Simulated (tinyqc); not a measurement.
RKS/LDA (VWN5) in the sto-3g basis, for H3+, spin multiplicity 1, step by step. One step of it, computed by the program tinyqc.

Question. Iteration 2: diagonalisation and new density. Diagonalise F' = X^T F X, C = X C', fill 1 alpha and 1 beta electrons from the bottom; D = 2 C_occ C_occ^T. Each column has its largest component positive (the first on a tie).

Kohn-Sham matrix F (hartree):
```
,1H 1s,2H 1s,3H 1s
1H 1s,-0.723755,-0.539845,-0.539845
2H 1s,-0.539845,-0.632131,-0.167963
3H 1s,-0.539845,-0.167963,-0.632131
```

X:
```
,1H 1s,2H 1s,3H 1s
1H 1s,1.296406,-0.356821,-0.356821
2H 1s,-0.356821,1.139785,0.062189
3H 1s,-0.356821,0.062189,1.139785
```

Give: F' = X^T F X; orbital energies; coefficients C; D after iteration 2.

Answer.

F' = X^T F X (hartree):
```
,1,2,3
1,-0.4212,-0.3007,-0.3007
2,-0.3007,-0.4765,0.0625
3,-0.3007,0.0625,-0.4765
```

orbital energies (hartree): MO1 -0.8430, MO2 -0.5390, MO3 0.0076

coefficients C:
```
,MO1,MO2,MO3
1H 1s,0.5652,0.0000,1.2712
2H 1s,0.3451,0.7620,-0.8548
3H 1s,0.3451,-0.7620,-0.8548
```

D after iteration 2:
```
,1H 1s,2H 1s,3H 1s
1H 1s,0.6389,0.3901,0.3901
2H 1s,0.3901,0.2382,0.2382
3H 1s,0.3901,0.2382,0.2382
```
